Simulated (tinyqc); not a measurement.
From results to parameters: diatomic chain. Computed by the program tinyqc.

Problem. A chain of two alternating masses has one spring constant k; at the zone edge omega^2 = 2k/M and 2k/m, and wavenumber = 521.4708 sqrt(omega^2) with omega^2 in eV/(angstrom^2 u). Find k, the heavier mass and the optical wavenumber at q = 0.

wavenumbers at the zone edge (cm^-1): 475.115657  782.433685
lighter mass = 19.100000 u

Solution. The upper value gives k = m omega^2/2, the ratio of the squares gives M/m, and at q = 0 omega^2 = 2k (1/m + 1/M), the sum of the two.

k = 21.5000 eV/angstrom^2
heavier mass = 51.800 u
optical wavenumber at q = 0 = 915.3892 cm^-1
